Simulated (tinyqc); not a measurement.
Switching kinetics of a ferroelectric film and the memory window of a ferroelectric gate stack. From switched share back to pulse height V. Computed by tinyqc, a small Python program. Command: `OMP_NUM_THREADS=1 python tinyqc.py 3003720 3003721 out.jsonl feswitch inv`. One thread of a shared host (Intel(R) Xeon(R) Processor @ 2.30GHz), about 0.04 s of CPU time with the checks.

Fields in MV/cm; 1 microcoulomb/cm^2 over eps_0 is 11.29409 MV/cm. In the stack (metal, ferroelectric, interlayer, channel) the channel is taken as a conductor.

Inputs (values chosen for the exercise, for a model hafnia-based film):
```
quantity                                   value               unit
saturation polarisation P_s                   22  microcoulomb/cm^2
ratio P_r/P_s                               0.87                  -
coercive field E_c                           1.3              MV/cm
permittivity of the ferroelectric eps_F       41                  -
thickness t_F                                 19                 nm
permittivity of the interlayer eps_I         3.9                  -
interlayer thickness t_I                    0.93                 nm
share s of P screened by trapped charge     0.91                  -
time constant t_inf                      3.6e-11                  s
activation field E_a                         4.1              MV/cm
Merz exponent alpha                            1                  -
dimension n                                    2                  -
half width w of log10 t                     0.86                  -
pulse length t_p                         7.1e-06                  s
breakdown field of the interlayer             16              MV/cm
```

Kinetics: nucleation-limited (NLS).

Method. Series stack: V = E_F t_F + E_I t_I and eps_I E_I = eps_F E_F + (1 - s) P/eps_0. Before switching P = -P_r, after it P = +P_s; in retention V = 0 and P = +P_r. Merz's law: t1 = t_inf exp[(E_a/E)^alpha] at the mean of the fields before and after switching. NLS: switched share = integral of [1 - exp(-(t/tau)^n)] F(z) dz over z = log10 tau, with the Lorentzian F = (1/pi) w/[(z - log10 t1)^2 + w^2].

Question. A run gave the result below. Find the pulse height V, known to lie between 2 and 6.9 V.

switched share = 0.9320429

Answer.

Each step takes the trial c = (a f_b - b f_a)/(f_b - f_a), f being the result less the target and a, b, c the logarithms of the listed values; c replaces end b, the old b replaces a if the sign of f changed, and otherwise f_a is halved.

Scan of the range:
```
pulse height V (V)  switched share
2.00                      0.904817
2.46                      0.918547
3.02                      0.927025
3.71                      0.932733
4.57                      0.936796
5.61                      0.939703
6.90                      0.941894
```

False position (Illinois rule, in the logarithm of the input) inside the bracket:
```
step    end a    end b    trial  switched share
1     3.02000  3.71000  3.61883        0.932148
2     3.02000  3.61883  3.59249        0.931972
3     3.61883  3.59249  3.60305        0.932043
4     3.59249  3.60305  3.60301        0.932043
```

Switched share rises at every point of a 13-point scan of the range (every second point is shown), so one value fits; it is bracketed by 3.02 and 3.71. Answer: pulse height V = 3.603 V.

Caution: the interlayer field exceeds its breakdown field, so charge injection would change the fields. Caution: E_F after switching lies below E_c, so switching stalls before P_s and that state is not reached.
